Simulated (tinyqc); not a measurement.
Inside a calculation. Method: MP2 on RHF in the 6-31g basis, for H2, spin multiplicity 1. Computed by tinyqc, a small Python program that keeps every step (integrals from PySCF). Settings: charge = 0, multiplicity = 1, basis = 6-31g, method = RHF, energy threshold = 1e-10, iteration cap = 74, orthogonalisation = symmetric, start = core, DIIS depth = 6. Command: `OMP_NUM_THREADS=1 python tinyqc.py 22729 22730 out.jsonl` (the two numbers bound the seeds that draw the settings). One thread of a shared host (Intel(R) Xeon(R) Processor @ 2.60GHz), about 0.07 s of CPU time with the checks. The early iterations of the SCF are left out here.

## One-electron integrals

Geometry (angstrom):
```
atom       x       y       z
H     0.0000  0.0000  0.0000
H     0.0000  0.0000  0.6800
```

Basis 6-31g: exponents (1/bohr^2) and contraction coefficients of normalised primitives:
```
element  l (shell)  exponent  coefficient
H            s (1)   18.7311       0.0335
H            s (1)    2.8254       0.2347
H            s (1)    0.6401       0.8138
H            s (2)    0.1613       1.0000
```

Overlap, kinetic and nuclear-attraction integrals over the contracted functions; the nuclear repulsion is the sum of Za Zb / Rab.

nuclear repulsion = 0.778202 hartree

overlap S, order 1H 1s, 1H 2s, 2H 1s, 2H 2s:
```
[[1.0000, 0.6583, 0.5104, 0.5298],
 [0.6583, 1.0000, 0.5298, 0.8753],
 [0.5104, 0.5298, 1.0000, 0.6583],
 [0.5298, 0.8753, 0.6583, 1.0000]]
```

kinetic energy T (hartree), order 1H 1s, 1H 2s, 2H 1s, 2H 2s:
```
[[1.3957, 0.2597, 0.3043, 0.1786],
 [0.2597, 0.2419, 0.1786, 0.1930],
 [0.3043, 0.1786, 1.3957, 0.2597],
 [0.1786, 0.1930, 0.2597, 0.2419]]
```

nuclear attraction V (hartree), order 1H 1s, 1H 2s, 2H 1s, 2H 2s:
```
[[-2.4108, -1.2073, -1.2090, -1.0044],
 [-1.2073, -1.1840, -1.0044, -1.0740],
 [-1.2090, -1.0044, -2.4108, -1.2073],
 [-1.0044, -1.0740, -1.2073, -1.1840]]
```

core Hamiltonian H = T + V (hartree), order 1H 1s, 1H 2s, 2H 1s, 2H 2s:
```
[[-1.0151, -0.9476, -0.9047, -0.8258],
 [-0.9476, -0.9421, -0.8258, -0.8811],
 [-0.9047, -0.8258, -1.0151, -0.9476],
 [-0.8258, -0.8811, -0.9476, -0.9421]]
```

## Two-electron integrals

Functions are numbered as in S; the eight-fold symmetry (ij|kl) = (ji|kl) = (kl|ij) leaves the list below.

Two-electron integrals (ij|kl) in chemists' order, unique and non-zero (hartree):
```
(11|11) 1.0766   (21|11) 0.5785   (21|21) 0.3294   (22|11) 0.5874
(22|21) 0.3613   (22|22) 0.4532   (31|11) 0.4677   (31|21) 0.2645
(31|22) 0.2858   (31|31) 0.2543   (32|11) 0.3732   (32|21) 0.2245
(32|22) 0.2670   (32|31) 0.2214   (32|32) 0.2125   (33|11) 0.7015
(33|21) 0.4267   (33|22) 0.5102   (33|31) 0.4677   (33|32) 0.4598
(33|33) 1.0766   (41|11) 0.4598   (41|21) 0.2626   (41|22) 0.2893
(41|31) 0.2214   (41|32) 0.1912   (41|33) 0.3732   (41|41) 0.2125
(42|11) 0.4956   (42|21) 0.3062   (42|22) 0.3880   (42|31) 0.2592
(42|32) 0.2510   (42|33) 0.4956   (42|41) 0.2510   (42|42) 0.3472
(43|11) 0.4267   (43|21) 0.2608   (43|22) 0.3191   (43|31) 0.2645
(43|32) 0.2626   (43|33) 0.5785   (43|41) 0.2245   (43|42) 0.3062
(43|43) 0.3294   (44|11) 0.5102   (44|21) 0.3191   (44|22) 0.4159
(44|31) 0.2858   (44|32) 0.2893   (44|33) 0.5874   (44|41) 0.2670
(44|42) 0.3880   (44|43) 0.3613   (44|44) 0.4532
```

## Orthogonalisation

S = U s U^T; symmetric (Loewdin) form X = U s^(-1/2) U^T, so that X^T S X = 1.

eigenvalues of S: [0.0840, 0.4908, 0.5303, 2.8949]

X, order 1H 1s, 1H 2s, 2H 1s, 2H 2s:
```
[[1.3169, -0.5065, -0.2456, 0.0915],
 [-0.5065, 2.1025, 0.0915, -1.1587],
 [-0.2456, 0.0915, 1.3169, -0.5065],
 [0.0915, -1.1587, -0.5065, 2.1025]]
```

## Iteration 9 (converged): orbitals

converged F (hartree), order 1H 1s, 1H 2s, 2H 1s, 2H 2s:
```
[[-0.0801, -0.5274, -0.5938, -0.5371],
 [-0.5274, -0.3405, -0.5371, -0.3736],
 [-0.5938, -0.5371, -0.0801, -0.5274],
 [-0.5371, -0.3736, -0.5274, -0.3405]]
```

Diagonalise F' = X^T F X, C = X C', fill 1 alpha and 1 beta electrons from the bottom; D = 2 C_occ C_occ^T. Each column has its largest component positive (the first on a tie).

F' = X^T F X (hartree):
```
[[0.6489, -0.5858, -0.5989, -0.0946],
 [-0.5858, 0.2894, -0.0946, -0.2078],
 [-0.5989, -0.0946, 0.6489, -0.5858],
 [-0.0946, -0.2078, -0.5858, 0.2894]]
```

orbital energies (hartree): [-0.6147, 0.2543, 0.7464, 1.4907]

coefficients C, order 1H 1s, 1H 2s, 2H 1s, 2H 2s:
```
[[0.3368, 0.1107, 0.7393, -1.1779],
 [0.2565, 1.8798, -0.6824, 1.4011],
 [0.3368, -0.1107, 0.7393, 1.1779],
 [0.2565, -1.8798, -0.6824, -1.4011]]
```

D after iteration 9, order 1H 1s, 1H 2s, 2H 1s, 2H 2s:
```
[[0.2268, 0.1728, 0.2268, 0.1728],
 [0.1728, 0.1316, 0.1728, 0.1316],
 [0.2268, 0.1728, 0.2268, 0.1728],
 [0.1728, 0.1316, 0.1728, 0.1316]]
```

## Convergence

Stop when the energy changes by less than 1e-10 hartree and every element of the error matrix X^T (F D S - S D F) X is below 3e-06.

Course of the cycle:
```
iteration  E (hartree)     change  largest element of the error matrix
1            -1.068395          -                             1.75e-01
2            -1.123369  -5.50e-02                             2.85e-02
3            -1.124778  -1.41e-03                             3.35e-04
4            -1.124778  -1.62e-07                             1.33e-04
5            -1.124778  -1.87e-08                             8.31e-05
6            -1.124778  -5.64e-09                             6.03e-05
7            -1.124778  -2.42e-09                             4.73e-05
8            -1.124778  -3.86e-09                             2.09e-07
9            -1.124778  -7.68e-14                             8.31e-10
```

PySCF RHF in the same basis = -1.124778 hartree

Converged in 9 iterations.

## Integrals over molecular orbitals

(pq|rs) = sum C_ip C_jq C_kr C_ls (ij|kl), one index at a time.

one-electron integrals over orbitals h = C^T H C (hartree):
```
[[-1.2883, 0.0000, -0.1751, 0.0000],
 [0.0000, -0.5353, 0.0000, 0.2088],
 [-0.1751, 0.0000, -0.2179, 0.0000],
 [0.0000, 0.2088, 0.0000, 0.2578]]
```

Two-electron integrals over orbitals (pq|rs), unique and non-zero (hartree):
```
(11|11) 0.6735    (21|21) 0.0735    (22|11) 0.4315    (22|22) 0.3828
(31|11) 0.1751    (31|22) 0.0457    (31|31) 0.1123    (32|21) -0.0241
(32|32) 0.0378    (33|11) 0.5383    (33|22) 0.3774    (33|31) 0.1192
(33|33) 0.4614    (41|21) -0.0778   (41|32) -0.0150   (41|41) 0.1440
(42|11) -0.1433   (42|22) -0.0508   (42|31) -0.0701   (42|33) -0.0931
(42|42) 0.0632    (43|21) -0.0745   (43|32) 0.0030    (43|41) 0.1206
(43|43) 0.1164    (44|11) 0.6885    (44|22) 0.4401    (44|31) 0.2082
(44|33) 0.5564    (44|42) -0.1668   (44|44) 0.7687
```

## Second-order Moller-Plesset energy

Hartree-Fock energy = -1.124778 hartree

E2 = sum_ijab (ia|jb) [2 (ia|jb) - (ib|ja)] / (e_i + e_j - e_a - e_b) over occupied i, j and virtual a, b; the opposite-spin part is (ia|jb)^2 / denominator, the rest is same-spin, and SCS-MP2 scales them by 6/5 and 1/3.

Terms:
```
i  j  a  b  (ia|jb)  (ib|ja)  denominator     term
1  1  4  4   0.1440   0.1440      -4.2109  -0.0049
1  1  3  3   0.1123   0.1123      -2.7222  -0.0046
1  1  2  2   0.0735   0.0735      -1.7380  -0.0031
1  1  2  4  -0.0778  -0.0778      -2.9744  -0.0020
1  1  4  2  -0.0778  -0.0778      -2.9744  -0.0020
```

Pair energies (hartree; pair i-j sums ij and ji):
```
pair  opposite spin  same spin
1-1         -0.0167     0.0000
```

MP2 correlation energy = -0.016728 hartree

SCS-MP2 correlation energy = -0.020074 hartree

MP2 total energy = -1.141506 hartree
